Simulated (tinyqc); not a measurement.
What moves the results: dielectric confinement in a thin film (image charges). A value that a table varies takes the place of the one given here.

A film |z| < t/2 of dielectric constant eps between half-spaces of dielectric constant e2; lam = (eps - e2)/(eps + e2), q = e^2/(4 pi eps0). The self-energy of a band edge is taken with the high-frequency value, e2 = eh, and the field of a fixed ion with the static one, e2 = eo. A charge at z has images lam^|n| at n t + (-1)^n z. Its self-energy is S(z) = (q/2 eps) sum over n >= 1 of lam^n [1/(n t - 2z) + 1/(n t + 2z)] for odd n and 2 lam^n/(n t) for even n; at the centre S(0) = -(q/(eps t)) ln(1 - lam).

Donor at the centre, lam from the static eo, trial function cos(pi z/t) exp(-rho/l): E(l) = c/(m l^2) - (q/eps) times the integral over k of F(k t) (1 + (k l/2)^2)^(-3/2), with F(x) = F0 + 2 lam exp(-x) G/(1 - lam exp(-x)), F0 = 2[(1 - exp(-x/2))/x + x (1 + exp(-x/2))/(x^2 + 4 pi^2)], G = 2 sinh(x/2)[1/x - x/(x^2 + 4 pi^2)]; c = hbar^2/2m0. The binding energy is -E at the minimum, counted from the subband edge with its self-energy.

Constants: e^2/(4 pi eps0) = 14.39964547 eV angstrom; hbar^2/2m0 = 3.80998211 eV angstrom^2; Ry = 13.60569312 eV.

Parameters, chosen for this exercise (near those of a Si (100) film, two-fold valleys, between layers of HfO2; shifted at random, so the results belong to these values and not to a real crystal): eps = 11.8 (dielectric constant of the film); eh = 4 (high-frequency dielectric constant outside); eo = 22.4 (static dielectric constant outside); m = 0.19 m0 (mass in the plane); mz = 0.925 m0 (mass across the film); ts = (12, 18, 26, 38, 55, 80, 120) angstrom (thicknesses); t = 76 angstrom (film thickness).

## Thinning the film

<S> is the mean over (2/t) cos^2(pi z/t); confinement c (pi/t)^2/mz; donor binding with and without images.

Results:
```
t (angstrom)  <S> (meV)  confinement (meV)  binding, no images (meV)  binding (meV)  l (angstrom)
12                 80.3              282.3                      56.1           27.2          26.0
18                 53.5              125.5                      51.1           27.9          26.4
26                 37.0               60.1                      46.2           27.8          27.5
38                 25.3               28.2                      40.8           26.9          29.4
55                 17.5               13.4                      35.5           25.1          32.0
80                 12.0                6.4                      30.3           22.8          35.6
120                 8.0                2.8                      25.1           19.8          40.6
```

Between 120 and 12 angstrom the binding goes from 19.8 to 27.2 meV; quantum confinement alone would take it from 25.1 to 56.1, so the images supply -5.3 and -28.9 meV. |<S>| goes as 1/t and exceeds the confinement energy beyond 42 angstrom. For t well above a* = 33 angstrom the separable trial function underbinds, which affects the last rows.

## Choice of the surrounding dielectric

The same film between different dielectrics; in this table one value e2 serves for both eo and eh.

Results:
```
case         lam  <S> (meV)  binding (meV)  l (angstrom)
e2 = 1     0.844       32.8           88.3          31.3
e2 = 2.5   0.650       19.2           63.0          31.9
e2 = 3.9   0.503       13.0           52.2          32.4
e2 = 7.5   0.223        4.8           38.6          33.3
e2 = 16   -0.151       -2.8           26.9          34.5
e2 = 25   -0.359       -6.2           22.1          35.2
e2 = 80   -0.743      -11.6           15.0          36.7
```

The binding spans a factor 5.9, from 88 meV in vacuum to 15.0 meV for e2 = 80; going from 3.9 to 25 changes it by -30.1 meV and the band edge by -19.2 meV, so the binding responds 1.57 times as much as the edge (for an orbit much smaller than t the binding would change by twice the change of S(0), -32.3 meV; here l/t = 0.43 for e2 = 3.9).

## What each parameter does

<S> is the mean over (2/t) cos^2(pi z/t). Each row changes one parameter from the base and keeps the others.

Results:
```
case             lam from eh  <S> (meV)  binding (meV)  l (angstrom)
base                   0.494       12.7           23.1          35.0
t = 86 angstrom        0.494       11.2           22.3          36.4
eps = 10.6             0.452       12.5           26.6          32.6
eo = 31.4              0.494       12.7           20.1          35.5
eh = 5.2               0.388        9.3           23.1          35.0
m = 0.228 m0           0.494       12.7           26.2          30.9
```

The largest shifts from the base row, up to three for each result and ties (the steps differ in size, so this ranks the rows, not the parameters). lam from eh: eh -0.105, eps -0.042; unchanged at the printed digits by t, eo and m. <S> (meV): eh -3.4, t -1.5, eps -0.1; unchanged at the printed digits by eo and m. binding (meV): eps +3.4, m +3.1, eo -3.0; unchanged at the printed digits by eh. l (angstrom): m -4.2, eps -2.4, t +1.3; unchanged at the printed digits by eh.

Computed by tinyqc, a small Python program: `OMP_NUM_THREADS=1 python tinyqc.py 1252652 1252653 out.jsonl` (the numbers bound the seed that draws the inputs); one thread of a shared host (Intel(R) Xeon(R) Processor @ 2.30GHz), about 0.09 s for the whole set of steps.
